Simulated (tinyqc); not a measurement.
Full result against the linear law: strain, valley repopulation and piezoresistance in a many-valley conduction band. Computed by tinyqc, a small Python program. Command: `OMP_NUM_THREADS=1 python tinyqc.py 3006435 3006436 out.jsonl valleys walk`. One thread of a shared host (Intel(R) Xeon(R) Processor @ 2.30GHz), about 0.02 s of CPU time with the checks.

Valleys are ellipsoids with mass m_l along the axis a and m_t across it, parabolic, with one constant relaxation time; strain shifts the valleys and leaves the masses alone. Currents are taken along [100], along the load, and along [010], across the load.

Inputs (values chosen for the exercise, modelled on silicon):
```
quantity                               value    unit
longitudinal mass m_l                  0.943     m_0
transverse mass m_t                    0.194     m_0
shear deformation potential Xi_u        9.08      eV
dilation deformation potential Xi_d      1.1      eV
C11                                      166     GPa
C12                                     63.8     GPa
C44                                     80.4     GPa
electron density n                   9.1e+15  1/cm^3
relaxation time tau                      370      fs
temperature T                            300       K
```

Valley axes: <100> (6 valleys in 3 pairs). Load: uniaxial [100].

Constants: k_B = 8.617333262e-05 eV/K; m_0 = 9.1093837015e-31 kg; k_B = 1.380649e-23 J/K; hbar = 1.054571817e-34 J s; e = 1.602176634e-19 C.

Method:
- Each of the 6 valleys holds n_v = N_v (2/sqrt(pi)) F_1/2((E_F - dE_v)/(k_B T)), N_v = 2 (m_d k_B T/(2 pi hbar^2))^(3/2), m_d = (m_l m_t^2)^(1/3); E_F solves sum n_v = n and is counted from the unstrained edge.
- F_j(eta) = int_0^infinity x^j/(1 + exp(x - eta)) dx, without a gamma-function factor. It is evaluated after integrating by parts.
- Integrals over x = E/(k_B T) use 160 Gauss-Legendre points in u = sqrt(x) from 0 to sqrt(max(eta, 0) + 32).
- With eta_0 the reduced Fermi level without strain, r = F_-1/2(eta_0)/(2 F_1/2(eta_0)) (1 for a classical gas) and c = r (Xi_u/k_B T) (m_l - m_t)/(2 m_l + m_t): pi11 = -(2/3) c (S11 - S12), pi12 = -pi11/2, pi44 = 0, with S11 - S12 = 1/(C11 - C12).
- Compliances S11 = (C11 + C12)/((C11 - C12)(C11 + 2 C12)), S12 = -C12/((C11 - C12)(C11 + 2 C12)), S44 = 1/C44; stress sigma_ij = X n_i n_j for the unit vector n of the load; e_xx = S11 sigma_xx + S12 (sigma_yy + sigma_zz), e_xy = S44 sigma_xy/2 (tensor strain).
- Herring-Vogt shift of a valley with unit axis a: dE = Xi_d tr(e) + Xi_u a.e.a.
- Mobility tensor mu = e tau sum_v (n_v/n) [1/m_t + (1/m_l - 1/m_t) a a^T]; unstrained mu_0 = e tau (1/m_l + 2/m_t)/3; resistivity along d from the inverse tensor, rho_d = d.mu^-1.d/(n e), mobility along d = 1/(d.mu^-1.d); gauge pi_d = (rho_d/rho_0 - 1)/X.
- Linear theory: pi_l = pi11, pi_t = pi12.

pi11 = -82.4933 1e-11/Pa

pi12 = 41.2467 1e-11/Pa

pi44 = 0 1e-11/Pa

Resistance changes (%); at 2000 MPa the strain is near or above 1 %, where band warping, left out here, matters:
```
X (MPa)  splitting (meV)  largest share  first direction   linear  second direction   linear
-2000             177.69        0.99793           254.56   164.99           -26.415  -82.493
-1000              88.85        0.93953           189.74    82.49           -24.667  -41.247
-400               35.54        0.66404            55.58    33.00           -15.156  -16.499
-150               13.33        0.45569            15.23    12.37            -6.199   -6.187
-50                 4.44        0.37254             4.42     4.12            -2.074   -2.062
50                  4.44        0.35185            -3.85    -4.12             2.041    2.062
150                13.33        0.38503           -10.05   -12.37             5.915    6.187
400                35.54        0.44386           -19.28   -33.00            13.559   16.499
1000               88.85        0.49208           -25.54   -82.49            20.699   41.247
2000              177.69        0.49974           -26.45  -164.99            21.917   82.493
```

Along the first direction the linear law holds within 10 % for 2 of the 10 stresses, at -50.0, 50.0 MPa. At the largest compression the full change is +254.6 % against the linear +165.0 %, at the largest tension -26.4 % against -165.0 %: once the splitting is comparable with k_B T (or E_F) the populations no longer follow it linearly, and the change must saturate when the upper valleys are empty.

Extremes, crossings and ranges named in words are read from the listed rows.
